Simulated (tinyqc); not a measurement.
Worked calculation: finite-size error of a charged defect in a periodic cell: Madelung and Makov-Payne terms. Computed by tinyqc, a small Python program that keeps every step. Command: `OMP_NUM_THREADS=1 python tinyqc.py 3023126 3023127 out.jsonl imagecharge walk`. One thread of a shared host (Intel(R) Xeon(R) Processor @ 2.30GHz), about 0.04 s of CPU time with the checks. Intermediate numbers are printed to about 6 digits and carried at full precision; extremes and crossings named in words are read from the listed rows.

L is the cube root of the cell volume. The defect charge is a Gaussian, rho(r) = q (2 pi sigma^2)^(-3/2) exp(-r^2/2 sigma^2), repeated periodically in a uniform neutralising background and screened by a continuum. The model cell energy is E(L) = E_0 + [periodic - isolated electrostatic energy].

Inputs (values chosen for the exercise, with screening close to that of ZnSe):
```
quantity                                     value      unit
charge q                                         1         e
cell length L                                 19.5  angstrom
dielectric constant eps                       9.09         -
width sigma of the defect charge               1.6  angstrom
formation energy of the isolated defect E_0  2.379        eV
```

Supercell lattice: bcc. Screening: isotropic.

scatter added to the six cells, standing for numerical noise (meV): 1.1  -0.15  -0.16  -1.6  -0.6  -0.9

Constants: e^2/(4 pi eps_0) = 14.39964548 eV angstrom.

## The cell

Cell vectors: (-1,1,1), (1,-1,1), (1,1,-1), scaled to volume L^3.

cell vectors (rows) (angstrom):
```
          1         2         3
1  -12.2842   12.2842   12.2842
2   12.2842  -12.2842   12.2842
3   12.2842   12.2842  -12.2842
```

nearest image = 21.2769 angstrom

## Madelung energy

Ewald sum for a unit point charge: scale each Cartesian component of the cell by 1/sqrt(eps_i), giving R', G' and V'; E = [ (1/2) sum erfc(eta R')/R' + (2 pi/V') sum exp(-G'^2/4 eta^2)/G'^2 - eta/sqrt(pi) - pi/(2 V' eta^2) ] e^2/(4 pi eps_0) / sqrt(eps_x eps_y eps_z), over n_i = -6..6, omitting n = (0,0,0), eta = 2/V'^(1/3). alpha = -2 E eps_g L/(e^2/(4 pi eps_0)), eps_g = (eps_x eps_y eps_z)^(1/3).

terms for a unit charge (eV): real space 0.0006747, reciprocal 0.0055681, self -0.0916660, background -0.0319017

Madelung constant alpha = 2.88846

point-charge correction -q^2 E = 0.117325 eV

## Energy of the smeared charge in the cell

Periodic energy of the Gaussian: (2 pi q^2/V) sum_(G != 0) exp(-sigma^2 G^2)/(G.eps.G) x e^2/(4 pi eps_0), n_i = -k..k with k = max(9, L/sigma rounded up). Isolated energy: q^2/(2 sqrt(pi) sigma) <1/(n.eps.n)> e^2/(4 pi eps_0), the mean over directions n, here 1/eps.

periodic energy = 0.165406 eV

isolated energy = 0.279295 eV

finite-size error = -0.113888 eV

E(L) = 2.26511 eV

## Makov-Payne correction

Second radial moment Q = q <r^2> = 3 q sigma^2; E(corrected) = E(L) + q^2 alpha e^2/(4 pi eps_0)/(2 eps L) - 2 pi q Q e^2/(4 pi eps_0)/(3 eps L^3). Errors left are the corrected energies less E_0.

Q = 7.68 e angstrom^2

third-order term = -0.00343640 eV

error left after the first term = 0.00343640 eV

error left after both terms = 0 eV

third-order over first-order term, in size = 0.0292896

The point-charge term alone overcorrects by 0.00344 eV, 3 % of itself; both terms together are exact to 1e-7 eV, since the clouds do not overlap.

## A series of cells

Cells of the same shape with L scaled by 0.7, 0.85, 1, 1.25, 1.5 and 2; the scatter is added to E(L). The point-charge correction scales as 1/L from its value at the input L.

Scaling data:
```
L (angstrom)  1/L (1/angstrom)  E(L) (eV)  E(L) + point-charge correction (eV)
13.650               0.0732601    2.22251                              2.39012
16.575               0.0603318    2.24642                              2.38445
19.500               0.0512821    2.26495                              2.38228
24.375               0.0410256    2.28530                              2.37916
29.250               0.0341880    2.30120                              2.37942
39.000               0.0256410    2.31987                              2.37853
```

## Ways to reach the isolated limit

Least-squares fits of E(L) to a + b/L, a + c/L^3 or a + b/L + c/L^3; the estimate is a, and errors are against E_0.

Estimates of E_0:
```
way                              estimate (eV)  error (meV)
largest cell, uncorrected              2.31987     -59.1329
largest cell, point-charge term        2.37853      -0.4704
1/L fit, three smallest                2.36328     -15.7216
1/L fit, all six                       2.37088      -8.1198
1/L^3 fit, all six                     2.30863     -70.3671
1/L and 1/L^3, three smallest          2.38691       7.9069
1/L and 1/L^3, all six                 2.37875      -0.2466
corrected data, 1/L^3 fit              2.37780      -1.2031
```

coefficient b of the full fit = -2.31947 eV angstrom

Best here: 1/L and 1/L^3, all six (-0.2 meV); worst: 1/L^3 fit, all six (-70 meV). The fitted b is 101.4 % of the Madelung value -q^2 alpha e^2/(8 pi eps_0 eps_g), so such a fit also measures the screening. The three-term fit to three small cells has no spare point and magnifies the scatter. A pure 1/L fit lands below E_0, because the positive 1/L^3 term flattens the small-cell points.

Checks made by the program: the same sum with another eta (relative difference below 1e-10); both terms against the exact model when the clouds do not overlap (relative difference below 1e-10).
